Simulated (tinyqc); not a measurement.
Admittance spectroscopy of a deep trap: one step of the calculation.

Schottky contact on an n-type layer with shallow donors Nd (all ionised) and a donor-like deep trap, neutral when filled and positive when empty; depletion approximation. Traps within lam of the depletion edge stay filled. The traps at xt = W - lam, where the level crosses the Fermi level, follow a slow signal and not a fast one. w = 2 pi f.

Task. Admittance at the signal frequency. Emission rate en = sn vth(T) Nc(T) exp(-Et/kB T) = sn g T^2 exp(-Et/kB T), g = vth Nc/(300 K)^2, as vth goes as T^0.5 and Nc as T^1.5 (degeneracy factor 1). Inflection frequency w0 = 2 en [1 + Nt xt/(Nd W)]; C = C_HF + (C_LF - C_HF)/(1 + (w/w0)^2), G/w = (C_LF - C_HF)(w/w0)/(1 + (w/w0)^2).

Parameters, values chosen for the exercise; material values close to those of 4H silicon carbide:
- Nc = 1.67e19 cm^-3 (conduction-band density of states at 300 K)
- vth = 1.9e7 cm/s (thermal velocity at 300 K)
- Nd = 1.3e16 cm^-3 (shallow donor density)
- Et = 0.45 eV (depth of the trap below the conduction edge)
- sn = 5.1e-14 cm^2 (capture cross-section)
- Nt = 5.8e15 cm^-3 (trap density)
- f = 1500 Hz (signal frequency)
- T = 247 K (temperature)

Constants: q = 1.602176634e-19 C, kB = 1.380649e-23 J/K. Results are converted to the units shown.

W = 383.75590 nm
xt = 224.72554 nm
C_HF = 22.587926 nF/cm^2
C_LF = 25.899081 nF/cm^2

Give: en; w0/(2 pi); C; G/w.

Result.

en = 7217.9 1/s
w0/(2 pi) = 2897.8 Hz
C = 25.199 nF/cm^2
G/w = 1.3518 nF/cm^2

The signal lies near the inflection, where the loss is largest.

Computed by the program tinyqc: `OMP_NUM_THREADS=1 python tinyqc.py 2050048 2050049 out.jsonl`, one thread of a shared Intel Xeon 2.30GHz, about 0.01 s for the whole run.
